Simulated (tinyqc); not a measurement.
Kinetics of strain relaxation and threading dislocations in mismatched semiconductor layers: one step, computed by the program tinyqc.

60-degree dislocations on {111} planes of a (001) layer, isotropic elasticity. The Schmid factor is 1/sqrt(6), and a misfit segment relieves strain with b/2.

Question. Relaxation in the anneal. Excess resolved stress tau = (1/sqrt 6) [2 G (1 + nu)/(1 - nu)] (e - e_eq), e_eq = b (1 - nu/4) [ln(h/b) + 1]/(4 pi (1 + nu) h), the Matthews-Blakeslee strain of an uncapped layer; glide velocity v = v0 tau exp(-Q/(k_B T)), tau in MPa. Threads run in two directions, so de/dt = -(b/4) rho v, with rho fixed. With x = e - e_eq, x0 = f - e_eq (fully strained at t = 0) and v = m S x (m the mobility, S x = tau): x = x0 exp(-t/t_r), t_r = 4/(b rho_0 m S). The half time is that at which x = x0/2.

Inputs (values chosen for the exercise, modelled on Si(0.8)Ge(0.2) on Si):
```
quantity,value,unit
misfit f,0.00771,-
shear modulus G,63.2,GPa
Poisson ratio nu,0.27,-
Burgers vector b,3.88,angstrom
anneal temperature T,712,K
anneal time t,550,s
initial thread density rho_0,6.9e+07,1/cm^2
multiplication constant delta,4300,1/m
```

Sources: fixed density of threads.

mobility v/tau = 7.128298e-11 m/s per MPa

equilibrium strain e_eq = 0.001593989

Give: strain left e; share of the excess strain relieved; thread density; half time.

Answer.

strain left e = 0.006426

share of the excess strain relieved = 20.99 %

thread density = 6.90e+07 1/cm^2

half time = 1618 s

Relaxation is under way. The misfit lines laid down are 0.15 micrometre apart. Caution: blocking of threads by crossing misfit lines, left out here, leaves real layers with more strain.
